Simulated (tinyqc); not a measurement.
Long-channel MOSFET, surface-potential model: course of the iteration: surface potential at the source by Newton steps.

n-channel transistor on a uniformly doped p-type body, gradual-channel approximation, constant mobility, Boltzmann statistics, full ionisation. Potentials are counted from the neutral body; V is the electron quasi-Fermi potential, Vsb at the source and Vsb + Vds at the drain. Charges are magnitudes per area.

With V = Vsb: G = psi - Vt + Vt e, e = exp((psi - 2 phiF - Vsb)/Vt); f = Vgs + Vsb - Vfb - psi - gamma sqrt(G); f' = -1 - gamma (1 + e)/(2 sqrt(G)); psi(new) = psi - f/f'.

Stop when psi changes by less than 1e-10 V, or after 40 iterations.

Inputs (values chosen for the exercise); material values those of a made-up semiconductor:
- T = 300 K (temperature)
- Vfb = -2.78 V (flat-band voltage)
- Vsb = 0.3 V (source-body reverse bias)
- Vgs = 1.86 V (gate-source voltage)

Constants: q = 1.602176634e-19 C, kB = 1.380649e-23 J/K, Vt = kB T/q. Results are converted to the units shown.

psi at the start (the smaller of 2 phiF + Vsb + 4 Vt and the root without inversion charge) = 3.69134 V
phiF = 1.64397 V
gamma = 0.491431 V^0.5

Course of the iteration:
```
iteration  psi (V)  |change| (V)
1          3.71136        0.0200
2          3.70747       3.89e-3
3          3.70725       2.21e-4
4          3.70725       6.74e-7
5          3.70725      6.24e-12
```

Did this iteration meet its convergence test, and what does its course show?

Yes. Converged in 5 iterations. At the end the number of correct digits about doubles with each step.

Range of the model: The surface electron density at the source passes 0.3 Nc, where degeneracy, left out here, matters.

tinyqc, about 0.07 s, one thread, Intel Xeon 2.30GHz (shared host): `OMP_NUM_THREADS=1 python tinyqc.py 2360162 2360163 out.jsonl`
